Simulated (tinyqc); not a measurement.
Hot carriers by balance equations with a heated Maxwellian. From one set of inputs to another, one input at a time. Computed by tinyqc, a small Python program. Command: `OMP_NUM_THREADS=1 python tinyqc.py 3008158 3008159 out.jsonl hot ladder`. One thread of a shared host (Intel(R) Xeon(R) Processor @ 2.30GHz), about 0.05 s of CPU time with the checks.

The carriers follow a Maxwellian at an electron temperature T_e, slightly displaced; the drift energy is neglected against k_B T_e. The balance averages the rate, not the time, so mu_0 lies below the relaxation-time value.

The inputs printed are set A. Inputs not listed in the table keep their values of set A, so the rows need not describe a real material.

Inputs (values chosen for the exercise, for a model non-polar semiconductor):
```
quantity                                          value       unit
effective mass m                                  0.357        m_0
density rho                                        5140     kg/m^3
sound velocity v_l                                 5480        m/s
acoustic deformation potential D_A                    9         eV
phonon energy hbar w                               89.6        meV
optical or intervalley deformation potential D_o    5.8  1e8 eV/cm
final valleys Z_f                                     2          -
lattice temperature T                               150          K
electric field F                                    9.4      kV/cm
mixing                                              0.3          -
iteration cap                                       300          -
```

Band: parabolic. Solver: damped fixed point.

Constants: k_B = 8.617333262e-05 eV/K; k_B = 1.380649e-23 J/K; e = 1.602176634e-19 C; hbar = 1.054571817e-34 J s; m_0 = 9.1093837015e-31 kg; hbar = 6.582119569e-16 eV s.

Method:
- Parabolic band: E = hbar^2 k^2/(2 m), speed v = hbar k/m, states per spin, volume and energy g(E) = m k/(2 pi^2 hbar^2). Masses are multiplied by m_0 and all formulas are in SI units.
- Phonon occupation N_q = 1/(exp(hbar w/(k_B T)) - 1).
- Acoustic deformation potential (elastic, equipartition, absorption and emission together): 1/tau = 2 pi k_B T D_A^2 g(E)/(hbar rho v_l^2).
- Optical or intervalley deformation potential: 1/tau = (pi Z_f D_o^2/(rho w)) [N_q g(E + hbar w) + (N_q + 1) g(E - hbar w)], with g = 0 below the band edge.
- Averages over the Maxwellian, <y> = int y x^(1/2) exp(-x) dx / int x^(1/2) exp(-x) dx with x = E/(k_B T_e), split at x_0 = hbar w/(k_B T_e): 64 Gauss-Legendre points in sqrt(x) below it and 128 in sqrt(x - x_0) above it, up to x = 32. Momentum balance: mu(T_e) = e/(m nu), nu = <x (sum of rates)>/<x>. Power lost per carrier: P(T_e) = hbar w <emission rate - absorption rate> + <(2 m v_l^2/(k_B T)) (E - 2 k_B T) acoustic rate>.
- Energy relaxation time at weak heating: tau_E = (3/2) k_B / (dP/dT_e), the derivative by a central difference of +/- 0.5 K at T_e = T.
- Fixed point: T_out = T + (T_e - T) e mu(T_e) F^2/P(T_e), T_new = T_e + mixing (T_out - T_e).
- Start at T_e = 1.5 T; stop when T_e moves by less than 1e-6 K or exceeds 1e6 K.
- v = mu(T_e) F; warm-carrier coefficient (mu/mu_0 - 1)/F^2.

Each row keeps all changes above it:
```
input moved                               from     to  electron temperature T_e (K)  energy relaxation time tau_E (ps)  mobility mu(T_e) (cm^2/(V s))
set A                                        -      -                          1395                              20.66                            918
density rho (kg/m^3)                      5140   2329                           643                               9.36                            675
acoustic deformation potential D_A (eV)      9    5.4                           879                              11.15                           1085
lattice temperature T (K)                  150    100                           962                              74.93                           1235
effective mass m (m_0)                   0.357  0.485                           589                              39.05                            885
sound velocity v_l (m/s)                  5480   8950                           671                              39.05                           1129
phonon energy hbar w (meV)                89.6   62.7                           485                               7.42                            987
electric field F (kV/cm)                   9.4     48                          2989                               7.42                            252
```

Which inputs carry the difference?

Electron temperature T_e goes from 1400 to 2990, a factor 2.14 in all. The largest single move comes from electric field F (a factor 6.16), and density rho works against it (a factor 0.461). Energy relaxation time tau_E goes from 20.7 to 7.42, a factor 0.359 in all. The largest single move comes from lattice temperature T (a factor 6.72), but it runs against the net change; the largest move in the direction of the net change is phonon energy hbar w (a factor 0.190). Mobility mu(T_e) goes from 918 to 252, a factor 0.275 in all. The largest single move comes from electric field F (a factor 0.256), and acoustic deformation potential D_A works against it (a factor 1.61). The single moves hold for this order of the switches; the total does not depend on the order.

Caution (rows set A, electric field F): k_B T_e exceeds 0.12 eV, where non-parabolicity and a non-Maxwellian tail matter. Caution (rows effective mass m, sound velocity v_l, phonon energy hbar w): the drift energy m v^2/2 is not small against the heating (3/2) k_B (T_e - T), so T_e - T is rough.

Extremes, crossings and ranges named in words are read from the listed rows.
